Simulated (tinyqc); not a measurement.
A particle near a wafer in liquid: double-layer and van der Waals forces (DLVO), deposition barrier and removal: one step, computed by the program tinyqc. Command: `OMP_NUM_THREADS=1 python tinyqc.py 3111870 3111871 out.jsonl dlvo walk`. One thread of a shared host (Intel(R) Xeon(R) Processor @ 2.30GHz), about 0.01 s of CPU time with the checks.

Sphere and flat wall, Derjaguin approximation, constant potentials in the linear-superposition form, no retardation and no hydration force.

Task: Removing an attached particle. Adhesion F_a = A R/(6 h0^2) [1 + a^2/(R h0)] - kappa Z R exp(-kappa h0), a the contact radius. Drag in a shear flow F_d = 1.7 x 6 pi mu R^2 G, acting at 1.4 R; rolling starts when 1.4 R F_d = a F_a. Wall shear stress = mu G.

Inputs (values chosen for the exercise, of the order of those for polymer latex on silicon in water):
```
quantity                 value   unit
particle radius R           98     nm
Hamaker constant A     1.3e-20      J
temperature T              298      K
contact distance h0        0.4     nm
contact radius over R     0.12      -
viscosity                 0.43  mPa s
```

kappa = 1.434153 1/nm

Z = 5.342743 pN

Give: van der Waals adhesion; net adhesion F_a; wall shear stress for rolling; shear rate G.

Result:

van der Waals adhesion = 6009.0 pN

net adhesion F_a = 5585.9 pN

wall shear stress for rolling = 1555.8 Pa

shear rate G = 3.6181e+06 1/s
